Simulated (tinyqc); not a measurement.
From results back to parameters: image-charge renormalisation of a gap near a dielectric or metal. Four cases, with inputs chosen for the exercise.

Problem. A small molecule or defect in vacuum at height z above the image plane of a substrate has both its electron and hole levels stabilised by (e^2/4 pi eps0)(es - 1)/((es + 1) 4 z), so its gap shrinks by twice that. The reduced gap is given.

Constants: e^2/(4 pi eps0) = 14.39964547 eV angstrom.

Case 1.

Values chosen: E0 = 3.95 eV (quasiparticle gap far from the surface); es = 10000 (dielectric constant of the substrate (1e4: a metal)).

gap near the surface = 2.92166 eV

Case 2.

Values chosen: E0 = 5.43 eV (quasiparticle gap far from the surface); es = 2.3 (dielectric constant of the substrate (1e4: a metal)).

gap near the surface = 5.04147 eV

Case 3.

Values chosen: E0 = 6.36 eV (quasiparticle gap far from the surface); es = 10000 (dielectric constant of the substrate (1e4: a metal)).

gap near the surface = 3.69393 eV

Case 4.

Values chosen: E0 = 5.12 eV (quasiparticle gap far from the surface); es = 10000 (dielectric constant of the substrate (1e4: a metal)).

gap near the surface = 3.32040 eV

Find: reduction; (es - 1)/(es + 1); z.

Solution. z = (e^2/4 pi eps0)(es - 1)/((es + 1) 2 x reduction). Local and hybrid functionals miss this shift, since it is a non-local correlation effect.

Case 1.

reduction = 1.0283 eV
(es - 1)/(es + 1) = 0.9998
z = 7.00 angstrom

Case 2.

reduction = 0.3885 eV
(es - 1)/(es + 1) = 0.3939
z = 7.30 angstrom

Case 3.

reduction = 2.6661 eV
(es - 1)/(es + 1) = 0.9998
z = 2.70 angstrom

Case 4.

reduction = 1.7996 eV
(es - 1)/(es + 1) = 0.9998
z = 4.00 angstrom

Computed by tinyqc, one run a case: `OMP_NUM_THREADS=1 python tinyqc.py N N+1 out.jsonl` with N = 1880934, 1880939, 1880953, 1880971; one thread of a shared Intel(R) Xeon(R) Processor @ 2.30GHz, about 0.02 s a run at most.
